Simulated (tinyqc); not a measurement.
# Worked calculation: on-chip interconnect, size-dependent resistivity and RC delay

Numbers from tinyqc (`OMP_NUM_THREADS=1 python tinyqc.py 2100107 2100108 out.jsonl`; about 0.01 s on one thread of a shared Intel Xeon 2.30GHz). Printed values are rounded.

A rectangular line between two neighbours and two ground planes. Surface and grain-boundary scattering are added to the bulk resistivity as corrections; capacitances are parallel-plate values without fringing; inductance is ignored.

Parameters, values chosen for the exercise; metal values close to those of aluminium:
- rho0 = 2.68 uohm cm (bulk resistivity)
- lam = 18.9 nm (bulk mean free path)
- ps = 0.3 (specular share of surface scattering)
- Rg = 0.36 (reflection coefficient of grain boundaries)
- gr = 0.7 (grain size over the metal width)
- wd = 15 nm (drawn line width)
- AR = 1.9 (aspect ratio, height over width)
- tl = 2.2 nm (liner on both walls and the bottom, not conducting)
- sp = 22 nm (space to the neighbouring lines)
- hd = 27 nm (dielectric height to the planes above and below)
- ek = 3.9 (relative permittivity of the dielectric)
- Mf = 0 (Miller factor of the neighbours)
- Lw = 22 um (line length)
- Rd = 11000 ohm (driver resistance)
- Cl = 1.8 fF (load capacitance)
- dt = 12 ps (time step)

Constants: eps0 = 8.8541878128e-12 F/m. Results are converted to the units shown.

Range of the model: The metal width is under the mean free path, where the thick-limit surface term and the simple sum of corrections lose accuracy.

## Resistivity, resistance and capacitance per length

Metal width x = wd - 2 tl, height y = AR wd - tl; grain boundaries (Mayadas-Shatzkes): al = (lam/(gr x)) Rg/(1 - Rg), g = 1/[1 - 3 al/2 + 3 al^2 - 3 al^3 ln(1 + 1/al)] - 1; surfaces (Fuchs-Sondheimer, thick limit): s = (3/8) lam (1 - ps)(1/x + 1/y); rho = rho0 (1 + g + s); r = rho/(x y); c = eps0 ek (2 wd/hd + 2 Mf AR wd/sp).

x = 10.6 nm
y = 26.3 nm
al = 1.432783
g = 1.959614
s = 0.6566831
rho = 9.691675 uohm cm
r = 347.6460 ohm/um
c = 0.03836815 fF/um

rho is 3.62 times the bulk value; grain boundaries add more (1.96 against 0.657). The liner takes 34.8 % of the cross-section.

## Ladder and Elmore delays

7 equal pi sections: series Rs = r Lw/7; node capacitances c Lw/7, halved at nodes 0 and 7, with Cl added to node 7; Rd feeds node 0. Elmore delay of node k: the sum, over the resistors on the path to k, of resistance times all capacitance downstream of it.

Rs = 1092.602 ohm

```
node,C (fF),Elmore delay (ps)
0,0.06029280,29.08509
1,0.1205856,31.90816
2,0.1205856,34.59948
3,0.1205856,37.15905
4,0.1205856,39.58687
5,0.1205856,41.88293
6,0.1205856,44.04724
7,1.860293,46.07980
```

The far-end value equals Rd (c Lw + Cl) + r Lw (c Lw/2 + Cl) for any number of pi sections; the line resistance contributes 36.9 % of it.

## Step 1: node voltages after a time step

```
node,v at t = 0 (V)
0,0
1,0
2,0
3,0
4,0
5,0
6,0
7,0
```

A 1 V step is applied behind Rd at t = 0. C dv/dt = -G v + b, with G the conductance matrix of the ladder (1/Rs between neighbours, 1/Rd added at node 0) and b = (1 V/Rd, 0, ...). Trapezoidal step: (C/dt + G/2) v(new) = (C/dt - G/2) v + b.

```
node,v at t = 1 dt (V)
0,0.7562468
1,0.6410111
2,0.5398512
3,0.4505456
4,0.3711334
5,0.2998709
6,0.2351931
7,0.1756798
```

## Step 2: node voltages after a time step

As before.

```
node,v at t = 2 dt (V)
0,0.4311805
1,0.4621364
2,0.4750888
3,0.4747646
4,0.4650789
5,0.4493065
6,0.4302307
7,0.4102732
```

## Course in time

A 1 V step is applied behind Rd at t = 0. C dv/dt = -G v + b, with G the conductance matrix of the ladder (1/Rs between neighbours, 1/Rd added at node 0) and b = (1 V/Rd, 0, ...). Trapezoidal step: (C/dt + G/2) v(new) = (C/dt - G/2) v + b. The last column solves the same ladder exactly by its modes.

Voltages (V):
```
t (ps),node 0,node 3,node 7,"node 7, exact"
12.00,0.756,0.4505,0.1757,0.2021
24.00,0.431,0.4748,0.4103,0.3924
36.00,0.867,0.6468,0.5310,0.5373
48.00,0.654,0.7214,0.6544,0.6476
60.00,0.946,0.7775,0.7320,0.7316
72.00,0.775,0.8530,0.7981,0.7956
84.00,0.995,0.8601,0.8466,0.8444
96.00,0.843,0.9244,0.8823,0.8815
108.0,1.024,0.9111,0.9121,0.9097
120.0,0.883,0.9634,0.9314,0.9313
132.0,1.039,0.9422,0.9497,0.9476
144.0,0.908,0.9847,0.9599,0.9601
```

The far end of the ladder reaches 0.5 V at 32.59 ps, 0.707 of its Elmore delay (ln 2 = 0.693 for a single pole); the slowest mode has a time constant of 44.05 ps. The largest error of the trapezoidal steps at that node is 26 mV. Node 0 swings up and down from step to step: the trapezoidal rule does not damp modes much faster than dt, so these swings are numerical.
